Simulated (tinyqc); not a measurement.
Worked calculation: UHF in the 6-31g basis, for H2, spin multiplicity 1. One step of it, computed by the program tinyqc.

Task: Orthogonalisation. S = U s U^T; symmetric (Loewdin) form X = U s^(-1/2) U^T, so that X^T S X = 1.

overlap S:
```
          1H 1s     1H 2s     2H 1s     2H 2s
1H 1s  1.000000  0.658292  0.183925  0.365426
1H 2s  0.658292  1.000000  0.365426  0.696822
2H 1s  0.183925  0.365426  1.000000  0.658292
2H 2s  0.365426  0.696822  0.658292  1.000000
```

Give: eigenvalues of S; X.

Result:

eigenvalues of S: 0.170  0.385  0.949  2.496

X:
```
        1H 1s   1H 2s   2H 1s   2H 2s
1H 1s   1.253  -0.500  -0.012   0.025
1H 2s  -0.500   1.594   0.025  -0.591
2H 1s  -0.012   0.025   1.253  -0.500
2H 2s   0.025  -0.591  -0.500   1.594
```
